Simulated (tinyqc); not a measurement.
Off-state leakage of single and stacked transistors: one step of the calculation.

n-channel devices of unit width. Subthreshold current I(Vg, Vs, Vd) = I0 (T/300 K)^0.5 exp[(Vg - Vs - VT(T) - gb (Vs - Vb) + dd (Vd - Vs))/(nf Vt)] (1 - exp(-(Vd - Vs)/Vt)), VT(T) = VT - cT (T - 300 K). Gate-edge tunnelling Ig (Vd/1 V) exp(ag (Vd - 1 V)), for a gate at 0 V, and band-to-band leakage Ab u exp(-Bb/u), u = Vd - Vb + 1 V, flow at a drain held at V; both are taken as independent of T. In a stack of off transistors (all gates at 0 V) the same subthreshold current passes through each.

Task. New Vx. Stack of two, Vx the node between them: I_low = I(0, 0, Vx), I_up = I(0, Vx, V), f = ln(I_up/I_low), f' = -(1 + gb + 2 dd)/(nf Vt) - 1/(Vt (exp(Vx/Vt) - 1)) - 1/(Vt (exp((V - Vx)/Vt) - 1)), Vx(new) = Vx - f/f'.

Inputs (values chosen for the exercise); values of the order met in bulk silicon logic transistors:
```
symbol,value,unit,meaning
T,358,K,temperature
V,0.7,V,supply voltage
VT,0.32,V,"threshold at 300 K, zero drain and body bias"
cT,1,mV/K,fall of the threshold with temperature
I0,0.27,uA/um,current at threshold at 300 K
nf,1.2,,slope factor
dd,0.13,,drain-induced lowering per volt
gb,0.2,,rise of the threshold per volt of source-body bias
Vb,-0.6,V,body voltage
```

Constants: q = 1.602176634e-19 C, kB = 1.380649e-23 J/K, Vt = kB T/q. Results are converted to the units shown.

Vx after iteration 1 = 0.065528664 V

Wanted: I_low; I_up; f; f'; Vx after iteration 2.

Result.

I_low = 0.01079 nA/um
I_up = 0.01080 nA/um
f = 0.001113
f' = -43.84 1/V
Vx after iteration 2 = 0.06555 V

Computed by the program tinyqc: `OMP_NUM_THREADS=1 python tinyqc.py 2242133 2242134 out.jsonl`, one thread of a shared Intel Xeon 2.30GHz, about 0.03 s for the whole run.
